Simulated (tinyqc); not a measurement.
Pillar capacitor in an array: capacitance, non-linearity, leakage and relaxation: two steps of the calculation.

A film between two metal electrodes, each interface adding a series capacitance ci. The small-signal permittivity is ek (1 + aq E^2); the field is found with the linear permittivity. Leakage J = J0 sinh(E/Ef). After a voltage step the film passes a relaxation current kr C V tt^(-nr), tt being the time in seconds. The sidewall is a coaxial capacitor with radii a = dm/2 and b = dm/2 + t, depth AR dm; the end face is left out.

Inputs (values chosen for the exercise); permittivity of the order of that of silicon nitride:
```
symbol,value,unit,meaning
ek,6.72,,relative permittivity of the film
t,6.1,nm,film thickness
ci,1000,uF/cm^2,capacitance of each electrode interface (dead layer and screening)
aq,0.0022,cm^2/MV^2,quadratic field coefficient of the permittivity
V,0.9,V,bias
J0,4.2e-11,A/cm^2,leakage prefactor
Ef,0.41,MV/cm,field for an e-fold rise of the leakage
dm,34,nm,diameter of the pillar
AR,50,,"aspect ratio, depth over diameter"
pt,77,nm,pitch of the square array
rho,1700,uohm cm,resistivity of the inner electrode
```

Constants: eps0 = 8.8541878128e-14 F/cm where lengths are in cm. Results are converted to the units shown.

Question 1. Planar capacitance, field and non-linearity. Planar film: Cf = eps0 ek/t, 1/C = 1/Cf + 2/ci, EOT = 3.9 eps0/C, effective permittivity C t/eps0, E = (V/t) C/Cf; quadratic coefficient [C(V)/C - 1]/V^2 with Cf (1 + aq E^2) in C(V).

Wanted: Cf; C; EOT; effective permittivity; E; quadratic coefficient; J.

Answer 1.

Cf = 0.9754 uF/cm^2
C = 0.9735 uF/cm^2
EOT = 3.547 nm
effective permittivity = 6.707
E = 1.473 MV/cm
quadratic coefficient = 5878 ppm/V^2
J = 7.615e-10 A/cm^2

The interfaces take 0.195 % of the voltage.

Question 2. Cell capacitance, fields and time constant. Per length 1/c = ln(b/a)/(2 pi eps0 ek) + (1/a + 1/b)/(2 pi ci); cell capacitance c AR dm; per footprint over pt^2; fields c V/(2 pi eps0 ek r) at r = a and b; resistance of the inner electrode rho AR dm/(pi a^2); time constant R C/3 of the distributed line.

Find: a; b; cell capacitance; capacitance per footprint; field at a; field at b; R; R C/3.

Answer 2.

a = 17.00 nm
b = 23.10 nm
cell capacitance = 2.069 fF
capacitance per footprint = 34.89 uF/cm^2
field at a = 1.723 MV/cm
field at b = 1.268 MV/cm
R = 31.83 kohm
R C/3 = 21.95 ps

The array gives 35.8 times the planar capacitance per footprint; curvature makes the field at the inner electrode 1.17 times the planar value.

tinyqc, about 0.01 s, one thread, Intel Xeon 2.30GHz (shared host): `OMP_NUM_THREADS=1 python tinyqc.py 2102109 2102110 out.jsonl`
